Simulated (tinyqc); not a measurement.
Inside a calculation. Method: Born-Oppenheimer dynamics on the unrestricted B3LYP (VWN-RPA form)/sto-6g surface (energies and gradients from PySCF), for H4, spin multiplicity 3. Computed by tinyqc, a small Python program that keeps every step (integrals from PySCF). Settings: charge = 0, multiplicity = 3, basis = sto-6g, functional = b3lyp, time step (fs) = 0.5, steps = 24. Command: `OMP_NUM_THREADS=1 python tinyqc.py 22124 22125 out.jsonl` (the two numbers bound the seeds that draw the settings). One thread of a shared host (Intel(R) Xeon(R) Processor @ 2.60GHz), about 20 s of CPU time with the checks.

## Velocity Verlet step 1

positions (bohr), order 1H, 2H, 3H, 4H:
```
[[0.032125, 0.085038, -0.052912],
 [-0.015118, -0.035905, 1.560914],
 [0.026456, 1.836814, 0.039684],
 [0.030236, 1.844373, 1.472097]]
```

velocities (bohr per atomic time unit), order 1H, 2H, 3H, 4H:
```
[[0.000148250, 0.000830500, -0.000235500],
 [-0.000355750, -0.000455500, 0.000213500],
 [0.000078250, -0.000227500, 0.000743500],
 [0.000129250, -0.000147500, -0.000721500]]
```

gradient (hartree/bohr), order 1H, 2H, 3H, 4H:
```
[[-0.00227790, 0.06098095, 0.19211370],
 [0.00346258, 0.06193816, -0.17660853],
 [-0.00271969, -0.05597839, 0.18401249],
 [0.00153529, -0.06694136, -0.19951913]]
```

masses (electron masses): [1837.152588, 1837.152588, 1837.152588, 1837.152588]

gradient after step 1 (hartree/bohr), order 1H, 2H, 3H, 4H:
```
[[-0.00232969, 0.06131007, 0.17675353],
 [0.00374679, 0.06135085, -0.15883441],
 [-0.00315582, -0.05494461, 0.16516906],
 [0.00173897, -0.06771727, -0.18308982]]
```

dt = 0.5 fs = 20.6707 atomic units; x' = x + v dt - g dt^2 / (2m); after the new gradient g', v' = v - (g + g') dt / (2m).

positions after step 1 (bohr), order 1H, 2H, 3H, 4H:
```
[[0.035455, 0.095113, -0.080121],
 [-0.022874, -0.052523, 1.585864],
 [0.028390, 1.838621, 0.033654],
 [0.032729, 1.849108, 1.480384]]
```

velocities after step 1 (bohr per atomic time unit), order 1H, 2H, 3H, 4H:
```
[[0.000174171, 0.000142523, -0.002310651],
 [-0.000396308, -0.001149092, 0.002100615],
 [0.000111304, 0.000396524, -0.001220905],
 [0.000110830, 0.000610054, 0.001430959]]
```

## Velocity Verlet step 2

gradient after step 2 (hartree/bohr), order 1H, 2H, 3H, 4H:
```
[[-0.00139101, 0.05556057, 0.13114003],
 [0.00296561, 0.05574612, -0.11414167],
 [-0.00328216, -0.04842686, 0.11101723],
 [0.00170749, -0.06288110, -0.12801622]]
```

As before.

positions after step 2 (bohr), order 1H, 2H, 3H, 4H:
```
[[0.039326, 0.090930, -0.148438],
 [-0.031502, -0.083410, 1.647756],
 [0.031058, 1.853207, -0.010790],
 [0.034817, 1.869593, 1.531254]]
```

velocities after step 2 (bohr per atomic time unit), order 1H, 2H, 3H, 4H:
```
[[0.000195103, -0.000514961, -0.004042780],
 [-0.000434070, -0.001807849, 0.003636307],
 [0.000147522, 0.000978065, -0.002774657],
 [0.000091441, 0.001344767, 0.003181160]]
```

## Energy conservation

The total energy should stay constant up to terms of order dt^2; the step counts as short enough if it moves by less than 2 % of the largest kinetic energy.

Trajectory:
```
time (fs)  1H-2H (angstrom)  potential (hartree)  kinetic (hartree)  total (hartree)
0.000000           0.856760          -1.90776086         0.00212787      -1.90563299
0.500000           0.885594          -1.92045834         0.01412048      -1.90633786
1.000000           0.955707          -1.95740916         0.04954840      -1.90786076
1.500000           1.055920          -1.99525172         0.08670740      -1.90854432
2.000000           1.174382          -2.02052283         0.11211025      -1.90841258
2.500000           1.302114          -2.03203540         0.12402168      -1.90801372
3.000000           1.433524          -2.03379313         0.12616708      -1.90762605
3.500000           1.565694          -2.03052323         0.12320642      -1.90731681
4.000000           1.697539          -2.02627732         0.11917056      -1.90710676
4.500000           1.829080          -2.02401755         0.11701521      -1.90700234
5.000000           1.960810          -2.02551782         0.11856117      -1.90695665
5.500000           2.093265          -2.03182633         0.12490684      -1.90691949
6.000000           2.226882          -2.04380635         0.13690073      -1.90690563
6.500000           2.362024          -2.06190973         0.15490434      -1.90700539
7.000000           2.499021          -2.08486212         0.17747062      -1.90739149
7.500000           2.638207          -2.10705284         0.19867112      -1.90838172
8.000000           2.780116          -2.11471354         0.20480328      -1.90991026
8.500000           2.926567          -2.09201609         0.18356635      -1.90844974
9.000000           3.083927          -2.06964162         0.16590239      -1.90373923
9.500000           3.261261          -2.09703632         0.18812485      -1.90891147
10.000000          3.453141          -2.11823539         0.20846897      -1.90976642
10.500000          3.646571          -2.10982065         0.20158219      -1.90823845
11.000000          3.832981          -2.08873019         0.18139348      -1.90733671
11.500000          4.008234          -2.06788261         0.16089112      -1.90699149
12.000000          4.170522          -2.05263745         0.14575396      -1.90688350
```

The total energy moves within 6.2e-03 hartree; that is over 2 % of the largest kinetic energy, so the time step is too long.
